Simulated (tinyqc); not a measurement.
Piezoresistors in the (001) plane of a cubic crystal: one step of the calculation.

Plane stress in crystal axes x = [100], y = [010]. First-order piezoresistance: d rho_xx/rho = p11 sxx + p12 syy, d rho_yy/rho = p12 sxx + p11 syy, d rho_xy/rho = p44 sxy; a resistor along d = (cos th, sin th) changes by dR/R = d.(d rho/rho).d. Changes of geometry and second-order terms are left out.

Question. Resistors at th and th + 90 degrees, and the bridge. dR/R = d.(d rho/rho).d. A full bridge with two resistors of each kind in opposite arms gives Vout = Vb (a - b)/(2 + a + b), a and b the two dR/R.

Values chosen for this exercise: angle of the current from [100] th = 0 deg; bridge supply Vb = 3.3 V.

d rho/rho (%):
```
            x           y
x   0.9232700  -8.6140000
y  -8.6140000  -1.1533900
```

Find: dR/R at th; dR/R at th + 90; Vout.

Answer.

dR/R at th = 0.9233 %
dR/R at th + 90 = -1.153 %
Vout = 34.30 mV

Program tinyqc, `OMP_NUM_THREADS=1 python tinyqc.py 2530073 2530074 out.jsonl`; Intel Xeon 2.30GHz, shared host, one thread, about 0.01 s.
